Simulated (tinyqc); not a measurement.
Worked calculation: atomic layer deposition: Langmuir saturation, growth per cycle and coating of deep features. Computed by tinyqc, a small Python program that keeps every step. Command: `OMP_NUM_THREADS=1 python tinyqc.py 3002122 3002123 out.jsonl ald walk`. One thread of a shared host (Intel(R) Xeon(R) Processor @ 2.30GHz), about 0.02 s of CPU time with the checks. Intermediate numbers are printed to about 6 digits and carried at full precision; extremes and crossings named in words are read from the listed rows.

Precursor A sticks only on free sites, so a long enough pulse saturates; co-reactant B then frees the sites again.

Inputs (values chosen for the exercise, modelled on titanium nitride from the chloride and ammonia): precursor mass M = 190 u; site density q = 2 1/nm^2; growth per cycle at saturation G = 0.37 angstrom; sticking probability beta on free sites = 0.095; precursor pressure p = 0.37 Pa; temperature T = 150 C; pulse time t = 0.012 s; co-reactant completion per pulse c_B = 0.999; desorption energy E_d = 1.53 eV; purge time t_p = 1.6 s; aspect ratio a = 14.

Feature: round hole.

Constants: u = 1.6605390666e-27 kg; k_B = 1.380649e-23 J/K; k_B = 8.617333262e-05 eV/K.

## Flux and saturation time

Wall flux F = p/sqrt(2 pi M k_B T); rate of filling k_a = beta F/q; desorption k_d = 1e13 exp(-E_d/(k_B T)) per second. 1/m^2 = 1e-18/nm^2. Temperatures in kelvin are T(C) + 273.15.

flux F = 3438.12 1/(nm^2 s)

k_a = 163.311 1/s

k_d = 5.99069e-06 1/s

time to 99 % without desorption, ln(100)/k_a = 0.0281988 s

## The first four cycles

One cycle from coverage th0: pulse A gives th1 = th_s + (th0 - th_s) exp(-(k_a + k_d) t), th_s = k_a/(k_a + k_d); the purge leaves th2 = th1 exp(-k_d t_p); pulse B converts c_B th2 into film and leaves th3 = (1 - c_B) th2. Growth = G c_B th2. Start from th0 = 0.

Cycles:
```
cycle          th0       th1       th2          th3  growth (angstrom)
1                0  0.859104  0.859095  8.59095e-04           0.317547
2      8.59095e-04  0.859225  0.859216  8.59216e-04           0.317592
3      8.59216e-04  0.859225  0.859216  8.59216e-04           0.317592
4      8.59216e-04  0.859225  0.859216  8.59216e-04           0.317592
```

## Steady growth per cycle

The periodic state has th0 = th3: th0 = (1 - c_B) e_p th_s (1 - e_a)/(1 - (1 - c_B) e_p e_a), with e_a = exp(-(k_a + k_d) t), e_p = exp(-k_d t_p). Share of impinging molecules used = q (th1 - th0)/(F t).

coverage after pulse A = 0.859225

growth per cycle = 0.317592 angstrom

share of impinging molecules used = 0.0416102

The pulse is 1.96 filling times long: not fully saturated, so thickness still depends somewhat on the local dose.

## Exposure for a deep feature

Diffusion-limited filling (Gordon) of a round hole of diameter w: a saturation front at depth z needs dz/dt = D_K n/(z (4q/w)), with Knudsen D_K = w c/3 and F = n c/4; including the entrance and floor terms, t = (q/F)(1 + 19a/4 + 3a^2/2). Reaction-limited filling needs ln(100)/k_a at any depth, k_a = beta F/q. Flow is molecular. The front picture holds when the modulus a sqrt(beta) is well above 1. Depth reached by the given pulse: solve the same formula for a. Exposure = p x diffusion-limited time; 1 langmuir = 1.33322e-4 Pa s.

diffusion-limited time = 0.210289 s

exposure = 583.602 langmuir

modulus = 4.31509

aspect ratio reached by the front in time t = 2.36544

Diffusion needs 0.210 s and reaction 0.0282 s: transport limits, and the feature fills from the mouth down. Caution: the pulse is shorter than ln(100)/k_a, so even the open surface is not saturated and the depth reached has no meaning. Caution: the depth reached is formal here: it is under 2/sqrt(beta), so no sharp front has formed.

## Coverage along the feature as the dose grows

Continuum model with steady gas transport: d2n/dz2 = 3 beta (1 - th) n/d_h^2 (d_h the hydraulic diameter, n = 1 at the mouth, no flux at the floor, 60 cells), d th/dt = beta F n (1 - th)/q; no desorption. Times are multiples of the larger of the Gordon time and ln(100)/k_a.

Coverage:
```
multiple     t (s)  top cell  quarter depth  half depth  three quarters  floor cell
0.05      0.010514     0.805          0.284       0.053           0.009       0.003
0.10      0.021029     0.963          0.556       0.131           0.022       0.007
0.20      0.042058     0.999          0.887       0.363           0.073       0.023
0.40      0.084116     1.000          0.998       0.838           0.309       0.113
0.60      0.126173     1.000          1.000       0.985           0.683       0.350
0.80      0.168231     1.000          1.000       1.000           0.948       0.783
1.00      0.210289     1.000          1.000       1.000           1.000       0.998
1.30      0.273376     1.000          1.000       1.000           1.000       1.000
```

At a multiple of 0.2 the coverage is 1.00 at the top and 0.02 at the floor. The coverage falls gradually with depth, without a sharp front. In the last row the floor reaches 1.000.

Checks made by the program: periodic state against 400 explicit cycles (relative difference below 1e-10).
